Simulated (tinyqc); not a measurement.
Inside a calculation. Model: thermal stress, cracking, delamination and buckling of a thin film; Griffith cracks and misfitting inclusions. Computed by tinyqc, a small Python program that keeps every step. Command: `OMP_NUM_THREADS=1 python tinyqc.py 3026263 3026264 out.jsonl filmcrack walk`. One thread of a shared host (Intel(R) Xeon(R) Processor @ 2.30GHz), about 0.01 s of CPU time with the checks. Intermediate numbers are printed to about 5 digits and carried at full precision; extremes and crossings named in words are read from the listed rows.

Isotropic linear elasticity; the substrate is much thicker than the film; stress is positive in tension.

Inputs (values chosen for the exercise, modelled on a porous low-k oxide on silicon):
```
quantity                          value        unit
film Young's modulus E             7.71         GPa
film Poisson ratio nu              0.25           -
film expansion alpha_f             12.6      1e-6/K
substrate expansion alpha_s         3.2      1e-6/K
deposition temperature T_d          625           K
final temperature T                 300           K
intrinsic stress                    9.5         MPa
film thickness h                      1  micrometre
film toughness Gamma_f             2.05       J/m^2
interface toughness Gamma_i           1       J/m^2
substrate Young's modulus E_s       133         GPa
substrate Poisson ratio nu_s       0.28           -
flaw half length a                  5.2  micrometre
substrate surface energy gamma_s    1.1       J/m^2
inclusion radius R                  2.4  micrometre
```

Inclusion: sphere.

## Stress in the film

Thermal strain = (alpha_f - alpha_s)(T_d - T); stress = E/(1 - nu) x strain + intrinsic stress; plane-strain modulus Ebar = E/(1 - nu^2); G0 = stress^2 h/(2 Ebar) is the energy freed per area when a long strip loses its stress across its width.

thermal strain = 0.003055

film stress = 40.9054 MPa

Ebar = 8.224 GPa

G0 = 0.10173 J/m^2

The film ends in tension; the thermal part is 31.4 MPa. Caution: at a stress above 0.4 % of E a ductile film would yield, and the elastic value is then an upper bound; a brittle film in tension cracks instead.

## Elastic mismatch

Dundurs alpha = (Ebar - Ebar_s)/(Ebar + Ebar_s), with Ebar_s = E_s/(1 - nu_s^2). The channel-crack factor is taken as g = 1.258 (1 - alpha)^(-0.7), a rough interpolation chosen for the exercise (1.258 is the value for matched materials).

Dundurs alpha = -0.89217

factor g = 0.80502

The stiffer substrate holds the crack faces and lowers the driving force.

## Channel cracks and edge delamination

Channel crack through the film: G = pi g G0, critical thickness where G = Gamma_f. Steady delamination from an edge: G = G0, critical thickness where G = Gamma_i.

driving force for channelling = 0.25728 J/m^2

critical thickness for channelling = 7.9680 micrometre

critical thickness for delamination = 9.8300 micrometre

As the film thickens, channel cracking comes first. At h the film is safe against both.

## Griffith crack in the substrate

Through crack of length 2a in plane strain: K_Ic = sqrt(2 gamma_s E_s/(1 - nu_s^2)); fracture stress = K_Ic/sqrt(pi a). An edge crack of depth a has K larger by 1.1215.

toughness K_Ic = 0.56346 MPa m^0.5

fracture stress, inner crack = 139.41 MPa

fracture stress, edge crack = 124.31 MPa

The inner crack lowers the strength to 1.0 % of the ideal E_s/10.

## A misfitting inclusion

Film material fills a sphere of radius R in the substrate, with the misfit e = thermal strain (it wants to shrink if e > 0). Radial stress at the wall s0 = e/[(1 - 2 nu)/E + (1 + nu_s)/(2 E_s)]; inside it is uniform and hydrostatic; outside s_rr = s0 (R/r)^3, s_tt = -s_rr/2. Keep-out radius: where |s_rr| falls to 10 MPa (R if it is lower at the wall).

radial stress at the wall s0 = 43.854 MPa

mean stress inside = 43.854 MPa

keep-out radius = 3.9284 micrometre

The stress does not depend on R; its reach scales with R.

## Film, cylinder and sphere at the same misfit

Thermal misfit e alone, mean stress = trace/3 and largest difference of principal stresses inside. Film: E e/(1 - nu) in two directions, 0 in the third. Cylinder: s0 = (1 + nu) e/[(1 + nu)(1 - 2 nu)/E + (1 + nu_s)/E_s] twice and s_zz = E e + 2 nu s0. Sphere: e/[(1 - 2 nu)/E + (1 + nu_s)/(2 E_s)] three times.

Stresses inside (MPa):
```
shape         s1      s2      s3    mean  largest difference
film      31.405  31.405   0.000  20.937              31.405
cylinder  42.109  42.109  44.608  42.942               2.500
sphere    43.854  43.854  43.854  43.854               0.000
```

The mean stress in size is 21 MPa in the film, 43 in the cylinder and 44 in the sphere, while the largest difference, twice the largest shear stress, goes from 31 through 2 to 0. In a ductile solid shear can relax by slip and hydrostatic stress cannot, so a confined metal builds up the triaxial stress that opens voids.

Checks made by the program: fracture stress against the maximum of 4 a gamma - pi a^2 s^2/Ebar (relative difference 6e-09).
